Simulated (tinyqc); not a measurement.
Long-channel MOSFET, surface-potential model: two steps of the calculation.

n-channel transistor on a uniformly doped p-type body, gradual-channel approximation, constant mobility, Boltzmann statistics, full ionisation. Potentials are counted from the neutral body; V is the electron quasi-Fermi potential, Vsb at the source and Vsb + Vds at the drain. Charges are magnitudes per area.

Parameters, values chosen for the exercise; material values close to those of gallium arsenide:
```
symbol,value,unit,meaning
T,300,K,temperature
Vfb,-1.23,V,flat-band voltage
Vsb,0,V,source-body reverse bias
Vgs,-0.03,V,gate-source voltage
```

Constants: q = 1.602176634e-19 C, kB = 1.380649e-23 J/K, Vt = kB T/q. Results are converted to the units shown.

Problem 1. Surface potential at the source by Newton steps. With V = Vsb: G = psi - Vt + Vt e, e = exp((psi - 2 phiF - Vsb)/Vt); f = Vgs + Vsb - Vfb - psi - gamma sqrt(G); f' = -1 - gamma (1 + e)/(2 sqrt(G)); psi(new) = psi - f/f'.

psi after iteration 1 = 1.0374561 V
phiF = 0.55794507 V
gamma = 0.16550517 V^0.5

Find: G; f; f'; psi after iteration 2.

Solution 1.

G = 1.0128 V
f = -0.0040211 V
f' = -1.0862
psi after iteration 2 = 1.0338 V

Problem 2. Inversion charge along the channel. The surface potential psi at channel potential V solves Vgs + Vsb - Vfb - psi = gamma sqrt(G), G = psi - Vt + Vt exp((psi - 2 phiF - V)/Vt). Charge sheet: Qi = Cox gamma [sqrt(G) - sqrt(psi - Vt)]. Pao-Sah: Qi = (Cox gamma/2) integral from 3 Vt to psi of exp((u - 2 phiF - V)/Vt)/sqrt(G(u, V)) du.

V, point 0 to 10 (V): 0  0.2  0.4  0.6  0.8  1  1.2  1.4  1.6  1.8  2
phiF = 0.55794507 V
Cox = 0.24791726 uF/cm^2
gamma = 0.16550517 V^0.5

Find: psi; Qi, charge sheet; Qi, Pao-Sah.

Solution 2.

```
point  psi (V)  Qi, charge sheet (nC/cm^2)  Qi, Pao-Sah (nC/cm^2)
0       1.0338                    0.022025               0.022319
1       1.0338                   9.6504e-6              9.7793e-6
2       1.0338                   4.2140e-9              4.2703e-9
3       1.0338                  1.8401e-12             1.8647e-12
4       1.0338                  8.0351e-16             8.1424e-16
5       1.0338                  3.5086e-19             3.5555e-19
6       1.0338                  1.5321e-22             1.5526e-22
7       1.0338                  6.6901e-26             6.7794e-26
8       1.0338                  2.9213e-29             2.9603e-29
9       1.0338                  1.2756e-32             1.2927e-32
10      1.0338                  5.5703e-36             5.6447e-36
```

At the source the charge-sheet charge is 1.3 % below the Pao-Sah one.

Computed by the program tinyqc: `OMP_NUM_THREADS=1 python tinyqc.py 2360126 2360127 out.jsonl`, one thread of a shared Intel Xeon 2.30GHz, about 0.06 s for the whole run.
